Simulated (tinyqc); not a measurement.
Precursor delivery by bubblers, mass-transport growth and the solid composition of a III-V alloy: one step, computed by the program tinyqc. Command: `OMP_NUM_THREADS=1 python tinyqc.py 3012927 3012928 out.jsonl movpe_thermo walk`. One thread of a shared host (Intel(R) Xeon(R) Processor @ 2.30GHz), about 0.01 s of CPU time with the checks.

1 sccm = 44.615 micromol/min; 1 torr = 133.322 Pa. The sources decompose fully at the surface.

Problem. Bubblers. log10 p_v = a - b/T_bath; molar flow = F x 44.615 x p_v/(p_b - p_v) for a saturated bubbler.

Inputs (values chosen for the exercise, modelled on trimethylgallium (source 1) and trimethylindium (source 2) for the vapour pressures):
```
quantity              value  unit
bath temperature T1     266     K
bath temperature T2     290     K
bubbler pressure p_b    400  torr
carrier flow F1         4.1  sccm
carrier flow F2         130  sccm
```

constants a, b of source 1 (log10 torr, K): 8.09  1703

constants a, b of source 2 (log10 torr, K): 10.53  3014

Give: vapour pressure 1; molar flow 1; vapour pressure 2; molar flow 2.

Solution.

vapour pressure 1 = 48.724 torr

molar flow 1 = 25.372 micromol/min

vapour pressure 2 = 1.3706 torr

molar flow 2 = 19.941 micromol/min

One kelvin of bath error changes flow 1 by 6.3 % and flow 2 by 8.3 %.
